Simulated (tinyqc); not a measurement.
Which input was changed? Model: Heisenberg spin cluster by exact diagonalisation: multiplets, susceptibility, level crossings. Computed by tinyqc, a small Python program. Command: `OMP_NUM_THREADS=1 python tinyqc.py 3009784 3009785 out.jsonl spincl which`. One thread of a shared host (Intel(R) Xeon(R) Processor @ 2.30GHz), about 0.07 s of CPU time with the checks.

H = J1 sum S_i.S_j over the bonds 1-2, 2-3, 3-4, 4-5, 5-6, 6-1 + J2 sum over 1-3, 2-4, 3-5, 4-6, 5-1, 6-2 - g mu_B B S_z; J > 0 is antiferromagnetic.

Inputs (values chosen for the exercise, for a model cluster): exchange J1 = 2.65 meV; exchange J2 = 0.64 meV; g factor = 2.16; temperature T = 71 K; field B = 1.2 T.

Cluster: ring of six with second neighbours J2. Spin s of each site: 0.5.

Constants: k_B = 8.617333262e-05 eV/K; mu_B = 5.7883818060e-05 eV/T.

Method. Every multiplet has one member in the block S_z = 0; diagonalise it and read the total spin from <S^2> = S (S + 1). Each multiplet splits as E - g mu_B B m; <S_z> is the Boltzmann mean. The first level crossing is at the smallest (E_S - E_0)/(g mu_B (S - S_0)) over higher spins (0 if the ground state has the highest spin).

Task: One of these inputs alone was changed, within the range given: exchange J1 (1.325 to 5.3); exchange J2 (0.32 to 1.28); g factor (1.5 to 3); field B (0.6 to 2.4). Which one, and to what value?

Results:
```
run     gap to the next level (meV)  ground energy (meV)       <S_z>
before                     1.677460            -6.664066  0.02782807
after                      1.420878            -6.532878  0.02761673
```

Result:

Each candidate set to reproduce gap to the next level, and what it then gives:
```
candidate          range searched  value needed  ground energy (meV)     <S_z>
exchange J1 (meV)    1.325 to 5.3         2.410              -5.9961  0.028446
exchange J2 (meV)    0.32 to 1.28        0.7580              -6.5329  0.027617
g factor                 1.5 to 3     no effect                    -         -
field B (T)            0.6 to 2.4     no effect                    -         -
```

Only exchange J2 fits every result: it went from 0.64 to 0.758 meV. The next best candidate, exchange J1, misses one result by 8.2 %.
